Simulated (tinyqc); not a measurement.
Single-domain magnet: Stoner-Wohlfarth switching, Neel-Arrhenius retention, LLG dynamics and spin torque: one step, computed by the program tinyqc.

The moment is uniform, with unit vector m; z is the easy axis. mu_0 = 1.25663706212e-6 T m/A, gamma = 1.76085963023e11 rad/(s T).

Question. Spin-transfer switching. For axial symmetry and a polariser along z: I_c0 = (4 e alpha/(hbar eta)) K_eff V; relaxation time tau_D = (1 + alpha^2)/(alpha gamma mu_0 H_K); thermal start angle theta_0 = 1/sqrt(2 Delta); switching time about tau_D ln(pi/(2 theta_0))/(I/I_c0 - 1); precession frequency gamma mu_0 H_K/(2 pi (1 + alpha^2)).

Inputs (values chosen for the exercise, for a model magnet): temperature T = 450 K; damping alpha = 0.052; spin-torque efficiency eta = 0.58; drive I/I_c0 = 3.

Shape: thin disc, easy axis normal to it.

K_eff = 623.6042 kJ/m^3

volume V = 1443.169 nm^3

stability factor Delta = 144.8540

anisotropy field mu_0 H_K = 0.9820539 T

Constants: e = 1.602176634e-19 C; hbar = 1.054571817e-34 J s.

Give: critical current I_c0; Delta/I_c0; tau_D; switching time, estimate; precession frequency.

Answer.

critical current I_c0 = 490.3 microampere

Delta/I_c0 = 0.2954 1/microampere

tau_D = 0.1115 ns

switching time, estimate = 0.1832 ns

precession frequency = 27.45 GHz

Caution: a flat cylinder has a smaller N_z than the spheroid of the same t/d, so K_eff of a real disc is larger. Caution: a domain wall can cross the element at lower cost, so the single-domain barrier is an upper bound.
